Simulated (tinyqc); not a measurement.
X-ray reflectivity of a thin film on silicon: critical angles, Parratt recursion, fringes and roughness: one step, computed by the program tinyqc. Command: `OMP_NUM_THREADS=1 python tinyqc.py 3121204 3121205 out.jsonl xrr walk`. One thread of a shared host (Intel(R) Xeon(R) Processor @ 2.30GHz), about 0.01 s of CPU time with the checks.

n = 1 - delta + i beta; the classical electron radius is r_e = 2.8179403e-6 nm. Layer 0 is vacuum, 1 the film, 2 the substrate.

Task: Fringe period, contrast and decay. Far above the critical angle the period is d theta = lambda/(2 d), or 2 pi/d in q; the envelope runs between (|r_01| - |r_12 p|)^2 and (|r_01| + |r_12 p|)^2; contrast = 2 a b/(a^2 + b^2) with a = |r_01|, b = |r_12 p|; roughness factors on the amplitudes are about exp(-q^2 sigma^2/2).

Inputs (values chosen for the exercise, modelled on TiN on silicon, copper K-alpha radiation): wavelength lambda = 0.15406 nm; film thickness d = 23.3 nm; roughness of the surface sigma_1 = 0.85 nm; roughness of the interface sigma_2 = 0.11 nm.

1000 r_01 = 0.08412347-0.00626357i

1000 r_12 = -2.359054+0.271107i

p = -0.4948700+0.8090611i

q = 4 pi sin(theta)/lambda = 3.358818 1/nm

Give: period in theta; period in q; contrast; roughness factor, surface; roughness factor, interface.

Result:

period in theta = 0.18942 degrees

period in q = 0.26966 1/nm

contrast = 0.074810

roughness factor, surface = 0.016984

roughness factor, interface = 0.93402
